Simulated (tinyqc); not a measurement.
Substrate current against gate voltage: lateral field, substrate current, probability of reaching the oxide barrier and hot-carrier lifetime of a silicon transistor (pseudo-two-dimensional and lucky-electron models). Computed by tinyqc, a small Python program. Command: `OMP_NUM_THREADS=1 python tinyqc.py 3016085 3016086 out.jsonl hotcar walk`. One thread of a shared host (Intel(R) Xeon(R) Processor @ 2.30GHz), about 0.01 s of CPU time with the checks.

Local-field models: a lucky carrier gains its energy at the peak field over a path free of collisions. Voltages are magnitudes.

Inputs (values chosen for the exercise, modelled on a silicon p-channel): channel length L = 340 nm; oxide thickness t = 7.2 nm; junction depth x_j = 61 nm; mobility mu = 110 cm^2/(V s); saturation velocity v_s = 0.71 1e7 cm/s; threshold voltage V_T = 0.54 V; drain voltage V_D = 3.6 V; ionisation prefactor A_i = 8.7e+06 1/cm; ionisation field B_i = 3.68 MV/cm; hot-carrier mean free path lambda = 5.4 nm; oxide barrier phi_b = 4.6 eV; interface-trap threshold phi_it = 4.7 eV; lifetime constant H = 1000 s microampere/micrometre.

Drain: abrupt.

Constants: eps_0 = 8.8541878128e-12 F/m.

Method:
- C_ox = 3.9 eps_0/t; F_sat = 2 v_s/mu; V_Dsat = V_ov F_sat L/(V_ov + F_sat L), V_ov = V_G - V_T; I_D/W = C_ox v_s (V_ov - V_Dsat).
- Scale length l = 0.22 t^(1/3) x_j^(1/2) (all in cm); F_m = sqrt(((V_D - V_Dsat)/l_e)^2 + F_sat^2), with l_e = l; length of the velocity-saturated region l_e ln((V_D - V_Dsat)/(l_e F_sat) + F_m/F_sat).
- Substrate current I_sub/I_D = (A_i/B_i)(V_D - V_Dsat) exp(-B_i/F_m); probability of reaching the oxide barrier exp(-phi_b/(e lambda F_m)); lifetime tau = (H/(I_D/W)) exp(phi_it/(e lambda F_m)).

At the given drain voltage:
```
V_G (V)  V_Dsat (V)  I_D/W (microampere/micrometre)  F_m (kV/cm)  I_sub/W (microampere/micrometre)     tau (s)
0.71         0.1637                            2.16       717.32                           0.10373  8.6181e+07
0.88         0.3156                            8.32       686.66                           0.30406  3.8417e+07
1.20         0.5737                           29.38       634.67                           0.63745  3.0743e+07
1.50         0.7877                           58.67       591.72                           0.77660  4.1657e+07
1.90         1.0383                          109.55       541.63                           0.74314  8.6959e+07
2.40         1.3064                          188.52       488.34                           0.54550  2.9184e+08
2.90         1.5348                          281.01       443.28                           0.34040  1.1981e+09
3.40         1.7316                          384.23       404.78                           0.19116  5.6718e+09
4.00         1.9348                          519.36       365.49                           0.08666  4.2341e+10
```

What does the comparison show, and why?

I_sub peaks at V_G = 1.5 V, 0.42 V_D: a higher gate voltage brings more carriers but raises V_Dsat and so lowers F_m. The shortest lifetime among the rows lies at V_G = 1.2 V, below that of the largest I_sub, since tau depends more steeply on the field.

Extremes, crossings and ranges named in words are read from the listed rows.
